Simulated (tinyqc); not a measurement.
# Undoped symmetric double-gate MOSFET, analytic potential model: effects of single changes

An undoped body of thickness ts between two equal insulators and tied gates; long channel, electrons only, n = ni exp((psi - V)/Vt) with V the quasi-Fermi potential (0 at the source, Vd at the drain), constant mobility, no quantisation. Across the body psi(x) = V - 2 Vt ln[(ts/(2 beta)) sqrt(q ni/(2 eps0 eps_r Vt)) cos(2 beta x/ts)], x from the centre. Q is the electron charge per area of the whole body.

Values chosen for this exercise; material values those of a made-up semiconductor: temperature T = 325 K; band gap Eg = 1.12 eV; relative permittivity of the semiconductor eps_r = 15; conduction-band density of states at T Nc = 2.57e19 cm^-3; valence-band density of states at T Nv = 3.6e19 cm^-3; relative permittivity of the gate insulator eox = 22.5; insulator thickness tox = 7.9 nm; body thickness ts = 25 nm; gate work function less that of the intrinsic body dphi = 0 V; channel mobility mu = 320 cm^2/(V s); gate length L = 0.2 um; drain voltage Vd = 1 V.

Constants: q = 1.602176634e-19 C, kB = 1.380649e-23 J/K, Vt = kB T/q, eps0 = 8.8541878128e-14 F/cm where lengths are in cm. Results are converted to the units shown.

Each table varies one quantity; the others keep the values above.

## Transfer curve and volume inversion

ni = sqrt(Nc Nv) exp(-Eg/(2 Vt)), Eg in volts; r = eps_r tox/(eox ts); V0 = dphi + 2 Vt ln[(2/ts) sqrt(2 eps0 eps_r Vt/(q ni))]. beta (between 0 and pi/2) solves (Vg - V0 - V)/(2 Vt) = ln(beta) - ln(cos beta) + 2 r beta tan(beta). Q = 8 eps0 eps_r Vt beta tan(beta)/ts; I = mu (1/L)(4 eps0 eps_r/ts)(2 Vt)^2 [g(beta_s) - g(beta_d)] per width, g = beta tan(beta) - beta^2/2 + r beta^2 tan^2(beta), with beta_s at V = 0 and beta_d at V = Vd. The drop is psi(surface) - psi(centre) at the source end; C = dQs/dVg, Cg = 2 eps0 eox/tox; gm = dI/dVg.

Transfer curve and volume inversion:
```
Vg (V)  Qs (nC/cm^2)  drop (mV)      C/Cg  I (uA/um)  gm/I (1/V)
0.13        0.002617   6.157e-4  1.852e-5   1.173e-4       35.71
0.24          0.1327    0.03121  9.377e-4   0.005950       35.68
0.35           6.239      1.455   0.04096     0.2905       34.36
0.47           120.0      24.10    0.3674      9.064       21.18
0.58           396.8      59.82    0.6077      52.59       12.07
0.69           774.3      88.71    0.7400      154.6       8.015
0.81            1248      111.9    0.8180      348.0       5.739
0.92            1714      128.2    0.8597      608.4       4.509
1.03            2199      141.2    0.8868      952.5       3.694
```

What does the table show?

The current rises from 1.17e-4 to 953 uA/um. In the first row gm/I is 35.7 1/V, within 0.01 % of 1/Vt: with no depletion charge the whole body follows the gate, and the swing is ideal. The drop between surface and centre goes from 6.2e-4 to 141 mV and passes Vt at Vg = 0.58 V among the rows; below that the density varies across the body by less than a factor of e (volume inversion). C reaches 0.89 of Cg in the last row. For Vg = 0.69 to 1.03 V the surface density at the source passes 0.3 Nc, where Boltzmann statistics fail. For Vg = 0.69 to 1.03 V mu V/L, with V the smaller of Vd and Vg - V0, passes 3e6 cm/s, so velocity saturation would lower the current.

## Effect of the body thickness

Q = 8 eps0 eps_r Vt beta tan(beta)/ts; I = mu (1/L)(4 eps0 eps_r/ts)(2 Vt)^2 [g(beta_s) - g(beta_d)] per width, g = beta tan(beta) - beta^2/2 + r beta^2 tan^2(beta), with beta_s at V = 0 and beta_d at V = Vd.  I(low) is taken at Vg = 0.18 V, Qs and I(high) at Vg = 0.93 V.

Results:
```
ts (nm)  V0 (V)  I(low) (nA/um)  Qs(high) (nC/cm^2)  I(high) (uA/um)
8.3      0.4921          0.2321                1751            615.5
12       0.4715          0.3355                1755            624.4
16       0.4554          0.4473                1756            629.9
23       0.4350          0.6430                1758            635.1
32       0.4165          0.8946                1758            638.7
62       0.3795           1.733                1759            643.3
```

Estimate the missing row, ts = 45 nm.

Computed row:
```
ts (nm)  V0 (V)  I(low) (nA/um)  Qs(high) (nC/cm^2)  I(high) (uA/um)
45       0.3974           1.258                1759            641.4
```

With this row back in the table: As ts goes from 8.3 to 62 nm, I(low) rises from 0.232 to 1.73 nA/um and I(high) rises from 615 to 643 uA/um. On average I(low) goes as ts^(1.00) and I(high) goes as ts^(0.02). Below threshold the charge is proportional to the cross-section of the body; above it the insulator sets the charge. In every row the surface density at the source at the higher gate voltage passes 0.3 Nc, where Boltzmann statistics fail. In every row mu V/L at the higher gate voltage, with V the smaller of Vd and Vg - V0, passes 3e6 cm/s, so velocity saturation would lower the current. At ts = 62 nm L is under three scale lengths of this cross-section, so short-channel effects, left out here, would raise the subthreshold current.

## Output curve

Same model as above.

In this table Vg = 1.03 V.

Output curve:
```
Vd (V)  Qd (nC/cm^2)     Qd/Qs  I (uA/um)
0.12            1671    0.7598      371.3
0.22            1248    0.5675      604.6
0.33           811.9    0.3691      785.3
0.43           459.6    0.2090      886.3
0.54           159.8   0.07266      939.0
0.65           16.10  0.007321      951.8
0.75          0.5505  2.503e-4      952.5
0.85         0.01560  7.091e-6      952.5
0.96        3.071e-4  1.396e-7      952.5
```

What does the table show?

The current rises from 371 to 953 uA/um, while the charge at the drain end falls from 0.76 to 1.4e-7 of that at the source. The current first comes within 1 % of its last value at Vd = 0.65 V among the rows. Over the last rows Qd falls by a factor of e for each Vt of drain voltage: the drain end is in weak inversion. In every row the surface density at the source passes 0.3 Nc, where Boltzmann statistics fail. For Vd = 0.22 to 0.96 V mu V/L, with V the smaller of Vd and Vg - V0, passes 3e6 cm/s, so velocity saturation would lower the current.

Numbers from tinyqc (`OMP_NUM_THREADS=1 python tinyqc.py 2440162 2440163 out.jsonl`; about 0.02 s on one thread of a shared Intel Xeon 2.30GHz).
